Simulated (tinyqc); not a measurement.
Inside a calculation. Model: Heisenberg magnet: exchange from energy differences, ordering vector, linear spin waves and ordering temperature. Computed by tinyqc, a small Python program that keeps every step. Command: `OMP_NUM_THREADS=1 python tinyqc.py 3017547 3017548 out.jsonl magnon walk`. One thread of a shared host (Intel(R) Xeon(R) Processor @ 2.30GHz), about 0.1 s of CPU time with the checks. Intermediate numbers are printed to about 6 digits and carried at full precision; extremes and crossings named in words are read from the listed rows.

H = -sum over pairs <ij> J_ij S_i.S_j - K sum_i (S_i^z)^2, each pair once, J > 0 ferromagnetic. First neighbours: 12 at a (0.5, 0.5, 0), second: 6 at a (1, 0, 0), with all permutations and signs.

Inputs (values chosen for the exercise, for a model magnet): exchange J1 = 1.23 meV; exchange J2 = 0.49 meV; spin S = 2.5; single-ion anisotropy K = 0.035 meV; lattice constant a = 3.94 angstrom; mesh divisions n = 20; temperature T = 180 K.

Lattice: fcc. Order: ferromagnetic.

wave vector q (2 pi/a): [0.38, 0.36, 0.25]

Constants: h x 1 THz = 4.135667696 meV; k_B = 8.617333262e-05 eV/K.

## Energies of ordered states

J(q) = J1 g1(q) + J2 g2(q), g_s(q) = sum over shell s of cos(q.R). A classical spiral or collinear state of wave vector Q has the exchange energy -(S^2/2) J(Q) per site.

States, Q in 2 pi/a:
```
Q                  g1  g2  energy (meV/site)
G (0, 0, 0)        12   6           -55.3125
X (1, 0, 0)        -4   6             6.1875
L (0.5, 0.5, 0.5)   0  -6             9.1875
W (1, 0.5, 0)      -4   2            12.3125
```

The lowest of these is G (0, 0, 0), 61.500 meV per site below X (1, 0, 0).

## Back from energy differences to J1 and J2

Subtract the first row of the table from the second and third: dE = -(S^2/2)(dg1 J1 + dg2 J2), two equations for two unknowns, as in mapping total energies onto a spin model.

coefficients, columns J1, J2:
```
[[50.0, 0.0],
 [37.5, 37.5]]
```

energy differences (meV/site): [61.5, 64.5]

J1, J2 (meV): [1.23, 0.49]

## Magnon energy at q

g_s(q) = sum over shell s of cos(q.R), z1 = g1(0). E(q) = S [J(0) - J(q)] + (2S - 1) K, J(q) = J1 g1 + J2 g2. The factor 2S - 1 removes the anisotropy for S = 1/2.

g1(q) = 2.87246

g2(q) = -2.73279

E(q) = 38.9049 meV

frequency = 9.40715 THz

## Long waves and the gap

sum R_x^2 over the shells is s1 = 2 a^2 and s2 = 2 a^2. E = gap + D q^2 with D = (S/2)(J1 s1 + J2 s2) and gap = (2S - 1) K.

stiffness D = 66.75148 meV angstrom^2

gap = 0.14 meV

## Dispersion

The formulas are those given above.

Energies (meV); X = (1, 0, 0), L = (0.5, 0.5, 0.5) in 2 pi/a:
```
line  fraction of the way     E(q)  gap + D q^2
G-X                  0.10   1.8119        1.838
G-X                  0.25   9.7952       10.750
G-X                  0.50  29.6400       42.579
G-X                  0.75  44.5848       95.628
G-X                  1.00  49.3400      169.897
G-L                  0.10   1.4027        1.413
G-L                  0.25   7.6966        8.097
G-L                  0.50  25.9400       31.969
G-L                  0.75  44.1834       71.756
G-L                  1.00  51.7400      127.458
```

At the end of the G-X rows the long-wave form is 3.44 times the true energy. At the end of the G-L rows the long-wave form is 2.46 times the true energy. It holds to 5 % in 2 of the ten rows; nearer the zone boundary the cosine flattens the band.

## Loss of moment

Mesh: q = sum_i (m_i + 1/2)/n b_i, m_i = 0..n-1, b = [[-1, 1, 1], [1, -1, 1], [1, 1, -1]] in 2 pi/a; <..> is the mean over the mesh. n = 1/(exp(E/(k_B T)) - 1); no zero-point loss; thermal loss <n>; moment = S less the losses.

zero-point loss = 0

thermal loss = 0.140744

moment <S^z> = 2.35926

The thermal loss is 5.63 % of S.

## Ordering temperature

K left out. Mean field: k_B T = S (S + 1) J(Q)/3 at the ordering vector Q; random-phase (Tyablikov): k_B T = [S (S + 1)/3] / <1/(J(Q) - J(q))>; Curie-Weiss theta = S (S + 1) J(0)/(3 k_B).

mean-field ordering temperature = 599.083 K

random-phase ordering temperature = 476.666 K

Curie-Weiss temperature = 599.083 K

The random-phase value is 0.80 of mean field, since it weights the soft long waves (a harmonic mean of J(Q) - J(q) in place of the arithmetic one); on this mesh it lies slightly high.

Checks made by the program: the long-wave formula against the dispersion (relative difference 2e-06).
